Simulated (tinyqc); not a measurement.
Off-state leakage of single and stacked transistors: one step of the calculation.

n-channel devices of unit width. Subthreshold current I(Vg, Vs, Vd) = I0 (T/300 K)^0.5 exp[(Vg - Vs - VT(T) - gb (Vs - Vb) + dd (Vd - Vs))/(nf Vt)] (1 - exp(-(Vd - Vs)/Vt)), VT(T) = VT - cT (T - 300 K). Gate-edge tunnelling Ig (Vd/1 V) exp(ag (Vd - 1 V)), for a gate at 0 V, and band-to-band leakage Ab u exp(-Bb/u), u = Vd - Vb + 1 V, flow at a drain held at V; both are taken as independent of T. In a stack of off transistors (all gates at 0 V) the same subthreshold current passes through each.

Problem. New Vx. Stack of two, Vx the node between them: I_low = I(0, 0, Vx), I_up = I(0, Vx, V), f = ln(I_up/I_low), f' = -(1 + gb + 2 dd)/(nf Vt) - 1/(Vt (exp(Vx/Vt) - 1)) - 1/(Vt (exp((V - Vx)/Vt) - 1)), Vx(new) = Vx - f/f'.

Parameters, values chosen for the exercise; values of the order met in bulk silicon logic transistors:

| symbol | value | unit | meaning |
|---|---|---|---|
| T | 378 | K | temperature |
| V | 1.2 | V | supply voltage |
| VT | 0.26 | V | threshold at 300 K, zero drain and body bias |
| cT | 0.6 | mV/K | fall of the threshold with temperature |
| I0 | 0.13 | uA/um | current at threshold at 300 K |
| nf | 1.42 |  | slope factor |
| dd | 0.1 |  | drain-induced lowering per volt |
| gb | 0.22 |  | rise of the threshold per volt of source-body bias |
| Vb | -0.6 | V | body voltage |

Constants: q = 1.602176634e-19 C, kB = 1.380649e-23 J/K, Vt = kB T/q. Results are converted to the units shown.

Vx at the start = 0.085 V

Give: I_low; I_up; f; f'; Vx after iteration 1.

Solution.

I_low = 0.09323 nA/um
I_up = 0.09913 nA/um
f = 0.06129
f' = -33.14 1/V
Vx after iteration 1 = 0.08685 V

Computed by the program tinyqc: `OMP_NUM_THREADS=1 python tinyqc.py 2242151 2242152 out.jsonl`, one thread of a shared Intel Xeon 2.30GHz, about 0.03 s for the whole run.
